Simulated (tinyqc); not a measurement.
# Free and trapped electrons in a MOS channel with a dense trap tail: effect of the acceptor density

p-type body, charge-sheet picture, full ionisation (an idealisation for deep acceptors), Boltzmann statistics for free electrons. e = Ec - EF at the surface. Acceptor-like traps of density D(E) = D0 + De exp(-E/Ew) at depth E below Ec, from 0 to Eu, hold n_t = integral of D(E)/(1 + exp((e - E)/Vt)). psi = Eg - Vt ln(Nv/Na) - e; N_dep = sqrt(2 eps0 eps_r Na (psi - Vt)/q); n_f = sqrt(N_dep^2 + 2 eps0 eps_r Vt Nc exp(-e/Vt)/q) - N_dep; Vg = Vfb + psi + q (N_dep + n_t + n_f)/Cox, Cox = eps0 eox/tox.

Vfb is held fixed. VT is the Vg for n_f = 1e11 cm^-2; swing ln 10 n_f/(dn_f/dVg) at n_f = 1e8 cm^-2; the last three columns are for Vg = VT + 2.9 V, with free share n_f/(n_f + n_t) and field-effect mobility mf q (dn_f/dVg)/Cox; there EF is near the band edge, where Boltzmann statistics are rough.

Parameters, values chosen for the exercise; band and dielectric values close to those of 4H silicon carbide: temperature T = 400 K; band gap Eg = 3.21 eV; relative permittivity eps_r = 9.56; conduction-band density of states at T Nc = 2.66e19 cm^-3; valence-band density of states at T Nv = 3.79e19 cm^-3; relative permittivity of the insulator eox = 3.9; insulator thickness tox = 36 nm; flat-band voltage without trapped charge Vfb = -1.99 V; constant background density of acceptor-like traps D0 = 1.8e10 cm^-2 eV^-1; density of the tail at the conduction edge De = 3e13 cm^-2 eV^-1; decay energy of the tail Ew = 0.06 eV; depth below Ec down to which the traps reach Eu = 0.59 eV; mobility of free electrons mf = 190 cm^2/(V s).

Constants: q = 1.602176634e-19 C, kB = 1.380649e-23 J/K, Vt = kB T/q, eps0 = 8.8541878128e-14 F/cm where lengths are in cm. Results are converted to the units shown.

Result of one run:

| Na (cm^-3) | e at VT (eV) | VT (V) | q n_t/Cox at VT (V) | swing (mV/decade) | n_f (cm^-2) | free share (%) | field-effect mobility (cm^2/(V s)) |
|---|---|---|---|---|---|---|---|
| 1e15 | 0.1865 | 1.358 | 0.2431 | 92.41 | 1.096e12 | 57.57 | 123.2 |

What becomes of these results when the acceptor density Na is changed from 1e15 to 5e17 cm^-3, all else the same?

Result of the changed run:

| Na (cm^-3) | e at VT (eV) | VT (V) | q n_t/Cox at VT (V) | swing (mV/decade) | n_f (cm^-2) | free share (%) | field-effect mobility (cm^2/(V s)) |
|---|---|---|---|---|---|---|---|
| 5e17 | 0.08604 | 8.753 | 1.018 | 207.7 | 9.782e11 | 41.78 | 138.1 |

The whole series:

| Na (cm^-3) | e at VT (eV) | VT (V) | q n_t/Cox at VT (V) | swing (mV/decade) | n_f (cm^-2) | free share (%) | field-effect mobility (cm^2/(V s)) |
|---|---|---|---|---|---|---|---|
| 1e15 | 0.1865 | 1.358 | 0.2431 | 92.41 | 1.096e12 | 57.57 | 123.2 |
| 2e15 | 0.1768 | 1.548 | 0.2813 | 95.36 | 1.093e12 | 56.64 | 124.2 |
| 6e15 | 0.1602 | 1.979 | 0.3605 | 102.2 | 1.082e12 | 54.63 | 126.0 |
| 1e16 | 0.1521 | 2.256 | 0.4064 | 106.6 | 1.073e12 | 53.46 | 127.0 |
| 3e16 | 0.1341 | 3.107 | 0.5283 | 120.3 | 1.049e12 | 50.42 | 129.3 |
| 8e16 | 0.1175 | 4.316 | 0.6678 | 139.4 | 1.022e12 | 47.33 | 131.7 |
| 2e17 | 0.1019 | 6.062 | 0.8277 | 166.6 | 9.967e11 | 44.41 | 134.5 |
| 5e17 | 0.08604 | 8.753 | 1.018 | 207.7 | 9.782e11 | 41.78 | 138.1 |

As Na goes from 1e15 to 5e17, VT rises from 1.36 to 8.75 V, its part due to traps rises from 0.243 to 1.02 V, the swing rises from 92.4 to 208 mV/decade and the field-effect mobility rises from 123 to 138 cm^2/(V s). Most of the rise of VT is depletion charge; the trap part grows since the same n_f needs EF nearer the band edge at heavier doping.

Computed by the program tinyqc: `OMP_NUM_THREADS=1 python tinyqc.py 2222239 2222240 out.jsonl`, one thread of a shared Intel Xeon 2.30GHz, about 0.02 s for the whole run.
